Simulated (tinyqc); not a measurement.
# Probe couplings from its potential

Problem. One voltage probe p sits between leads L (mu = 1) and R (mu = 0) without magnetic field: mu_p = T_pL/(T_pL + T_pR), T_eff = T_RL + T_pL T_pR/(T_pL + T_pR). Find T_pL and T_pR.

T_RL = 0.42
mu_p = 0.38095238
T_eff = 0.46952381

Solution. T_eff - T_RL equals T_pL (1 - mu_p) and also T_pR mu_p.

T_pL = 0.0800
T_pR = 0.130

Numbers from tinyqc (`OMP_NUM_THREADS=1 python tinyqc.py 2700126 2700127 out.jsonl`; about 0.01 s on one thread of a shared Intel Xeon 2.30GHz).
